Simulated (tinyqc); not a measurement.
What each parameter does: thresholds of impact ionisation and Auger recombination from band masses.

Parabolic bands, no phonon. At threshold the three slow carriers share one velocity. With M their total mass and m4 the mass of the fast carrier, the fast carrier has the kinetic energy E_T = G M/(M - m4) and the slow ones together E_a = G m4/(M - m4), the activation energy of the Auger rate. CCCH (fast electron): G = Eg, M = 2 me + mh, m4 = me. CHHS (hole into the split-off band): G = Eg - Dso, M = 2 mh + me, m4 = ms; this form holds for Eg > Dso (below, the process needs about Dso - Eg and is marked by a dash). CHHL (hole into the light band): G = Eg, M = 2 mh + me, m4 = ml. CHHH (fast heavy hole): G = Eg, M = 2 mh + me, m4 = mh.

Non-parabolic fast electron: E (1 + alpha E) = c k^2/me with alpha = (1 - me)^2/Eg; the slow carriers stay parabolic, so E_T = Eg + me E_T (1 + alpha E_T)/M, M = 2 me + mh (the root between Eg and 1.9 Eg).

Constants: kB = 8.617333262e-05 eV/K.

Inputs chosen for the exercise (near those of InAs, gap at low temperature and not tied to T; shifted at random, so the results belong to these values and not to a real crystal):
- Eg = 0.408 eV (gap at Gamma to the s-like level)
- Dso = 0.385 eV (spin-orbit splitting)
- me = 0.0253 m0 (electron mass at Gamma)
- mh = 0.39 m0 (heavy-hole mass)
- ms = 0.131 m0 (split-off mass)
- ml = 0.0269 m0 (light-hole mass)
- T = 200 K (temperature)

Activation energies.

One parameter was then changed.

Results before and after:
```
case,CCCH (meV),CCCH non-parabolic (meV),CHHL (meV)
base,24.86,55.30,14.10
changed,22.72,49.91,12.82
```

Which of these changes was made? (a) ml = 0.0296 m0; (b) Eg = 0.4488 eV; (c) ms = 0.1441 m0; (d) me = 0.0278 m0; (e) mh = 0.429 m0; (f) Dso = 0.4235 eV.

Answer: (e) mh = 0.429 m0. Of the candidates, run in turn, only this one gives the changed row.

All candidates:
```
case,CCCH (meV),CCCH non-parabolic (meV),CHHL (meV)
base,24.86,55.30,14.10
Eg = 0.4488 eV,27.34,60.83,15.51
Dso = 0.4235 eV,24.86,55.30,14.10
me = 0.0278 m0,27.15,61.06,14.05
mh = 0.429 m0,22.72,49.91,12.82
ms = 0.1441 m0,24.86,55.30,14.10
ml = 0.0296 m0,24.86,55.30,15.57
```

Program tinyqc; command `OMP_NUM_THREADS=1 python tinyqc.py 1881231 1881232 out.jsonl`; about 0.01 s on one thread of a shared Intel(R) Xeon(R) Processor @ 2.30GHz.
